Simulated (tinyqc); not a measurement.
Inside a calculation. Model: threshold of a short bulk MOSFET: charge sharing, barrier lowering, narrow width.

Computed by the program tinyqc: `OMP_NUM_THREADS=1 python tinyqc.py 2002025 2002026 out.jsonl`, one thread of a shared Intel Xeon 2.30GHz, about 0.01 s for the whole run. Printed values are rounded.

n-channel device on a p-type body, depletion approximation, full ionisation. Uniform doping N = Na. Vbi from Boltzmann statistics is rough for the degenerate source. Cox = eps0 eox/tox.

Inputs (values chosen for the exercise); band and dielectric values close to those of silicon: temperature T = 400 K; band gap Eg = 1.12 eV; relative permittivity eps_r = 11.5; conduction-band density of states at T Nc = 4.26e19 cm^-3; valence-band density of states at T Nv = 4.03e19 cm^-3; relative permittivity of the gate insulator (close to hafnium oxide) eox = 22.5; insulator thickness tox = 5.4 nm; channel doping Na = 2.1e17 cm^-3; source and drain doping Nsd = 1e20 cm^-3; flat-band voltage for the doping Na Vfb = -0.76 V; junction depth xj = 14 nm; body-source voltage Vbs = 0 V; drain-source voltage Vds = 1 V; gate width W = 290 nm; shape factor of the fringing depletion at the width edges xw = 0; channel length L = 150 nm.

Constants: q = 1.602176634e-19 C, kB = 1.380649e-23 J/K, Vt = kB T/q, eps0 = 8.8541878128e-14 F/cm where lengths are in cm. Results are converted to the units shown.

## Long-channel threshold and scales

ni = sqrt(Nc Nv) exp(-Eg/(2 Vt)), Eg in volts; 2 pB = 2 Vt ln(N/ni); flat band Vfb - Vt ln(N/Na); Wd = sqrt(2 eps0 eps_r (2 pB - Vbs)/(q N)); body term q N Wd/Cox; long-channel VT0 = flat band + 2 pB + body term; Vbi = Vt ln(N Nsd/ni^2); scale length l = sqrt((eps_r/eox) tox Wd).

N = 2.1e17 cm^-3
2 pB = 0.755676 V
flat band = -0.76 V
Wd = 67.6303 nm
body term = 0.0616785 V
VT0 = 0.0573548 V
Vbi = 0.968208 V
l = 13.6623 nm

## Short-channel and narrow-width shifts

Charge sharing (trapezoid; it ignores Vds): F = (xj/L)(sqrt(1 + 2 Wd/xj) - 1), lowering = body term times F. Barrier lowering: th = exp(-L/(2 l)) + 2 exp(-L/l), lowering = th [2 (Vbi - 2 pB) + Vds], DIBL = th. Narrow width: rise = body term times xw Wd/W. VT by each model = VT0 - lowering + rise.

F = 0.211418
lowering by charge sharing = 13.0399 mV
th = 0.00416385
lowering of the barrier = 5.93375 mV
DIBL = 4.16385 mV/V
narrow-width rise = 0 mV
VT, charge sharing = 0.0443149 V
VT, barrier lowering = 0.0514211 V

L is 11.0 scale lengths. The charge-sharing lowering is 2.20 times the barrier lowering; the first falls off as 1/L and the second exponentially. Both describe the same loss of gate control, so they are alternatives and are not added.
